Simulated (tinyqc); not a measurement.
Current crowding under a contact, resistor ladder against the transmission-line model: one step of the calculation.

A metal contact of length d and width W on a thin layer of the same width. The metal has no resistance, the sheet resistance under it equals Rsh, and current enters the layer at the front edge x = 0.

Problem. Voltages and the share of the current. Cut the contact into n cells of length hc = d/n. Neighbouring cell centres are joined by a = W/(Rsh hc), each centre joins the metal (0 V) by g = W hc/rc, and I enters cell 1 through half a cell: -a v_(i-1) + b_i v_i - a v_(i+1) = I for i = 1 and 0 otherwise, b_i = g + 2 a (g + a at both ends). Rc = v_1/I + 1/(2 a). Cell i passes g v_i to the metal.

Parameters, values chosen for the exercise: cells n = 7; current I = 0.5 mA.

a = 0.203 S
g = 0.032706767 S

```
cell,b_i (S)
1,0.23570677
2,0.43870677
3,0.43870677
4,0.43870677
5,0.43870677
6,0.43870677
7,0.23570677
```

Find: v_i; share of the current; Rc of the ladder.

Solution.

```
cell,v_i (mV),share of the current (%)
1,5.074,33.19
2,3.429,22.43
3,2.336,15.28
4,1.619,10.59
5,1.163,7.61
6,0.895,5.85
7,0.771,5.04
```

Rc of the ladder = 12.61 ohm

The first cell passes 33.2 % of the current and the last 5.04 %; an even spread would give 14.3 % each.

tinyqc, about 0.01 s, one thread, Intel Xeon 2.30GHz (shared host): `OMP_NUM_THREADS=1 python tinyqc.py 2760074 2760075 out.jsonl`
